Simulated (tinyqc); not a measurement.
Berg model of reactive sputtering of a nitride or oxide: poisoning, hysteresis and pumping speed: one step, computed by the program tinyqc. Command: `OMP_NUM_THREADS=1 python tinyqc.py 3027592 3027593 out.jsonl berg walk`. One thread of a shared host (Intel(R) Xeon(R) Processor @ 2.30GHz), about 0.07 s of CPU time with the checks.

A diatomic gas reacts with bare metal on the target and on the collecting surfaces; ions remove metal and compound from the target. theta_t and theta_c are the compound fractions.

Question. Steady state at the pressure P. Ion flux j = J/e; gas flux F = P/sqrt(2 pi M k_B T). Target: (2/z) alpha F (1 - theta_t) = j Y_c theta_t. Sputtered flows F_c = j Y_c theta_t A_t, F_m = j Y_m (1 - theta_t) A_t. Collector: (2/z) alpha F (1 - theta_c) A_c + F_c (1 - theta_c) = F_m theta_c. Gas use Q = alpha F [(1 - theta_t) A_t + (1 - theta_c) A_c] + P S/(k_B T); 1 sccm = 4.4780e17 molecules/s. Rate R = F_m + F_c, given relative to j Y_m A_t.

Inputs (values chosen for the exercise, close to those used for aluminium oxide): ion current density J = 17 mA/cm^2; target area A_t = 150 cm^2; collecting area A_c = 2600 cm^2; metal yield Y_m = 0.83; compound yield Y_c = 0.043; sticking coefficient alpha = 0.76; reactive atoms per metal atom z = 1.5; gas mass M = 32 u; pumping speed S = 81 l/s; gas temperature T = 300 K; reactive partial pressure P = 0.063 Pa.

Constants: e = 1.602176634e-19 C; u = 1.6605390666e-27 kg; k_B = 1.380649e-23 J/K.

Give: ion flux j; gas flux F; theta_t; theta_c; gas use; total flow Q; rate relative to clean metal.

Answer.

ion flux j = 1.061e+17 1/(cm^2 s)

gas flux F = 1.694e+17 1/(cm^2 s)

theta_t = 0.9741

theta_c = 0.9992

gas use (sccm): target 1.117, collector 0.572, pump 2.751

total flow Q = 4.439 sccm

rate relative to clean metal = 0.07635

The target is poisoned. The film is 99.9 % compound.
